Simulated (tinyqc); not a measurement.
Circular transfer-length structure: one step of the calculation.

A disc contact of radius r0 and a very wide ring contact from r1 = r0 + sp outwards lie on a thin layer; the metal has no resistance and the sheet resistance under the contacts equals Rsh.

Question. The three parts of the resistance. Transfer length Lt = sqrt(rc/Rsh). R = (Rsh/2 pi) [(Lt/r0) I0(r0/Lt)/I1(r0/Lt) + ln(r1/r0) + (Lt/r1) K0(r1/Lt)/K1(r1/Lt)] with modified Bessel functions; for r0 >> Lt both ratios tend to 1.

Inputs (values chosen for the exercise):
```
symbol,value,unit,meaning
Rsh,2200,ohm/sq,sheet resistance of the semiconductor layer
rc,8.9e-9,ohm cm^2,specific contact resistivity
r0,0.085,um,radius of the inner contact
sp,0.015,um,gap between the contacts
```

Wanted: Lt; I0/I1; K0/K1; inner contact; gap; outer contact; R.

Answer.

Lt = 0.020113 um
I0/I1 = 1.1472
K0/K1 = 0.91216
inner contact = 95.049 ohm
gap = 56.905 ohm
outer contact = 64.239 ohm
R = 216.19 ohm

The contacts make up 73.7 % of R.

Computed by the program tinyqc: `OMP_NUM_THREADS=1 python tinyqc.py 2760017 2760018 out.jsonl`, one thread of a shared Intel Xeon 2.30GHz, about 0.01 s for the whole run.
